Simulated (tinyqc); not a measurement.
Two-node Weyl semimetal on a cubic lattice and its slab, step by step. Values are carried at full precision from step to step, so a last printed digit may differ when a step is redone from the rounded ones.

H = d.s with dx = t sin kx, dy = t sin ky, dz = m (2 - cos kx - cos ky) + M(kz), M = tz (cos k0 - cos kz), k in 1/a. Nodes at (0, 0, +/-k0). Berry curvature of the lower band along z: Omega = d.(dd/dkx x dd/dky)/(2|d|^3), in the sense curl of i<u|grad u>.

Parameters, chosen for this exercise: t = 1.25 eV (hopping in sx and sy); m = 1.04 eV (mass term); tz = 1.2 eV (hopping along z); k0 = 1.01 1/a (position of the nodes); k = (0.49, 0.94, 1.72) 1/a (wave vector); N = 5 (layers of the small slab); ky = 0.13 1/a; kz = 0.5 1/a.

## One k point

Form M, d, E = -/+ |d| and Omega.

M(kz) = 0.8166 eV

dx, dy, dz (eV): 0.5883  1.0094  1.3656

|E| = 1.7972 eV
Omega = -0.0032 a^2

## The nodes

Near (0,0,+/-k0): d = (t qx, t qy, +/- tz sin(k0) qz). The chirality is the sign of the product of the three velocities. Each plane of fixed kz with -2m < M < 0 has Chern number -1 in the sense above, so the sum over planes gives sigma_xy of size (e^2/h) 2 k0/(2 pi a).

velocities at +k0 (eV a): 1.2500  1.2500  1.0162

chirality: +k0 1, -k0 -1

|sigma_xy| = 0.3215 e^2/(h a)
M(0) = -0.5618 eV

## The slab at one surface momentum

Slab of N layers along x with hard walls: layer block t sin(ky) sy + (m (2 - cos ky) + M(kz)) sz, block to the next layer t sx/(2i) - m sz/2.

Fill in the matrix.

H (eV):
```
         1+        1-        2+        2-        3+        3-        4+        4-        5+        5-
1+   0.6339  -0.1620i   -0.5200  -0.6250i         0         0         0         0         0         0
1-  0.1620i   -0.6339  -0.6250i    0.5200         0         0         0         0         0         0
2+  -0.5200   0.6250i    0.6339  -0.1620i   -0.5200  -0.6250i         0         0         0         0
2-  0.6250i    0.5200   0.1620i   -0.6339  -0.6250i    0.5200         0         0         0         0
3+        0         0   -0.5200   0.6250i    0.6339  -0.1620i   -0.5200  -0.6250i         0         0
3-        0         0   0.6250i    0.5200   0.1620i   -0.6339  -0.6250i    0.5200         0         0
4+        0         0         0         0   -0.5200   0.6250i    0.6339  -0.1620i   -0.5200  -0.6250i
4-        0         0         0         0   0.6250i    0.5200   0.1620i   -0.6339  -0.6250i    0.5200
5+        0         0         0         0         0         0   -0.5200   0.6250i    0.6339  -0.1620i
5-        0         0         0         0         0         0   0.6250i    0.5200   0.1620i   -0.6339
```

## Levels and layer weights of the middle pair

Diagonalise; sum the weights over the two components of each layer.

levels (eV): -1.6503  -1.5275  -1.2661  -0.8565  -0.1882  0.1882  0.8565  1.2661  1.5275  1.6503

weights:
```
       layer 1  layer 2  layer 3  layer 4  layer 5
lower    0.621    0.186    0.093    0.045    0.054
upper    0.054    0.045    0.093    0.186    0.621
```

The matrix belongs to ky = 0.13, kz = 0.5, where the mass m (1 - cos ky) + M(kz) is -0.4061 eV and t sin(ky) = 0.1620 eV. A negative mass binds arc states at -/+ t sin(ky) on opposite faces; here one outer layer holds 62 % and the other 5 %, and the overlap across the thin slab moves the level by +26.2 meV.

## Checks

- Omega from the formula against a plaquette of side 1e-4: both -0.003181.
- C of the plane kz = 0 against -1: both -1.00.

Computed by tinyqc, a small Python program: `OMP_NUM_THREADS=1 python tinyqc.py 1480122 1480123 out.jsonl` (the numbers bound the seed that draws the inputs); one thread of a shared host (Intel(R) Xeon(R) Processor @ 2.30GHz), about 0.3 s for the whole set of steps.
